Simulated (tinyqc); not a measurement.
Lateral field, substrate current, probability of reaching the oxide barrier and hot-carrier lifetime of a silicon transistor (pseudo-two-dimensional and lucky-electron models): one step, computed by the program tinyqc.

Local-field models: a lucky carrier gains its energy at the peak field over a path free of collisions. Voltages are magnitudes.

Question. Peak lateral field. C_ox = 3.9 eps_0/t; F_sat = 2 v_s/mu; V_Dsat = V_ov F_sat L/(V_ov + F_sat L), V_ov = V_G - V_T; I_D/W = C_ox v_s (V_ov - V_Dsat). Scale length l = 0.22 t^(1/3) x_j^(1/2) (all in cm); F_m = sqrt(((V_D - V_Dsat)/l_e)^2 + F_sat^2), with l_e = l; length of the velocity-saturated region l_e ln((V_D - V_Dsat)/(l_e F_sat) + F_m/F_sat).

Inputs (values chosen for the exercise, modelled on a silicon n-channel): channel length L = 950 nm; oxide thickness t = 22 nm; junction depth x_j = 230 nm; mobility mu = 340 cm^2/(V s); saturation velocity v_s = 0.8 1e7 cm/s; threshold voltage V_T = 0.56 V; gate voltage V_G = 2.8 V; drain voltage V_D = 5.2 V; ionisation prefactor A_i = 2.1e+06 1/cm; ionisation field B_i = 1.63 MV/cm; hot-carrier mean free path lambda = 8.6 nm; oxide barrier phi_b = 3.1 eV; interface-trap threshold phi_it = 3.8 eV; lifetime constant H = 3 s microampere/micrometre.

Drain: abrupt.

Constants: eps_0 = 8.8541878128e-12 F/m.

Give: scale length l; peak field F_m; velocity-saturated length; energy gained over one free path, e lambda F_m.

Answer.

scale length l = 137.2 nm

peak field F_m = 274.3 kV/cm

velocity-saturated length = 336.0 nm

energy gained over one free path, e lambda F_m = 0.2359 eV
